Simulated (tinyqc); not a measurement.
Raman shift of the zone-centre optical phonon of a diamond-structure crystal under stress: one step, computed by the program tinyqc.

Axes x, y, z are the cube axes. Strain shifts the threefold optical mode and can split it; p, q and r are the phonon deformation potentials.

Question. Stress and strain tensors. Equal biaxial stress in the plane normal to the axis (unit vector n): sigma_ij = sigma (delta_ij - n_i n_j). eps_xx = S11 sigma_xx + S12 (sigma_yy + sigma_zz), and cyclic; eps_xy = S44 sigma_xy/2 (tensor strain).

Inputs (values chosen for the exercise, modelled on silicon): stress sigma (tension positive) = -1.1 GPa.

Stress state: biaxial. Axis: [001].

S44 = 12.55020 1/TPa

S11 = 7.557469 1/TPa

S12 = -2.097836 1/TPa

Give: stress; strain; volume strain.

Answer.

stress (GPa):
```
      x     y    z
x  -1.1   0.0  0.0
y   0.0  -1.1  0.0
z   0.0   0.0  0.0
```

strain (per mille):
```
        x       y      z
x  -6.006   0.000  0.000
y   0.000  -6.006  0.000
z   0.000   0.000  4.615
```

volume strain = -7.396 per mille
